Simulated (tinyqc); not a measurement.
From results back to parameters: valley splitting in a one-orbital chain of atomic planes (second-neighbour model). Five cases, with inputs chosen for the exercise.

Problem. For E(phi) = e0 + 2 v cos(phi) + 2 u cos(2 phi) with u, v > 0 and planes a/4 apart, the heights of the band at phi = 0 and phi = pi above its minimum were computed from hidden u and v; c = hbar^2/2m0.

Constants: hbar^2/2m0 = 3.80998211 eV angstrom^2.

Find: u, v; phi0; mass at the minimum.

Method. E - Emin = 4u (cos(phi) + v/(4u))^2. The difference of the two heights is 4v, and for v < 4u the sum of their square roots is 4 sqrt(u). The mass is (2c)/((a/4)^2 (8u - v^2/(2u))).

Case 1.

Values chosen (out of a larger set: near those of the Delta valleys of silicon; abrupt walls in this chain split the valleys several times more than measured wells; not measured data): a = 5.43 angstrom (lattice constant; planes lie a/4 apart).

E(0) - Emin = 3.413567 eV
E(pi) - Emin = 1.405567 eV

Solution.

u, v (eV): 0.575  0.502

phi0 = 1.7908 rad
mass at the minimum = 0.944 m0

Case 2.

Values chosen (out of a larger set: near those of the Delta valleys of silicon; abrupt walls in this chain split the valleys several times more than measured wells; not measured data): a = 5.423 angstrom (lattice constant; planes lie a/4 apart).

E(0) - Emin = 3.906602 eV
E(pi) - Emin = 1.258602 eV

Solution.

u, v (eV): 0.600  0.662

phi0 = 1.8503 rad
mass at the minimum = 0.935 m0

Case 3.

Values chosen (out of a larger set: near those of the Delta valleys of silicon; abrupt walls in this chain split the valleys several times more than measured wells; not measured data): a = 5.436 angstrom (lattice constant; planes lie a/4 apart).

E(0) - Emin = 3.418518 eV
E(pi) - Emin = 1.346518 eV

Solution.

u, v (eV): 0.566  0.518

phi0 = 1.8016 rad
mass at the minimum = 0.962 m0

Case 4.

Values chosen (out of a larger set: near those of the Delta valleys of silicon; abrupt walls in this chain split the valleys several times more than measured wells; not measured data): a = 5.432 angstrom (lattice constant; planes lie a/4 apart).

E(0) - Emin = 3.552624 eV
E(pi) - Emin = 1.416624 eV

Solution.

u, v (eV): 0.591  0.534

phi0 = 1.7987 rad
mass at the minimum = 0.921 m0

Case 5.

Values chosen (out of a larger set: near those of the Delta valleys of silicon; abrupt walls in this chain split the valleys several times more than measured wells; not measured data): a = 5.425 angstrom (lattice constant; planes lie a/4 apart).

E(0) - Emin = 3.452421 eV
E(pi) - Emin = 1.468421 eV

Solution.

u, v (eV): 0.589  0.496

phi0 = 1.7829 rad
mass at the minimum = 0.920 m0

Computed by tinyqc, one run a case: `OMP_NUM_THREADS=1 python tinyqc.py N N+1 out.jsonl` with N = 1480007, 1480016, 1480017, 1480027, 1480037; one thread of a shared Intel(R) Xeon(R) Processor @ 2.30GHz, about 0.02 s a run at most.
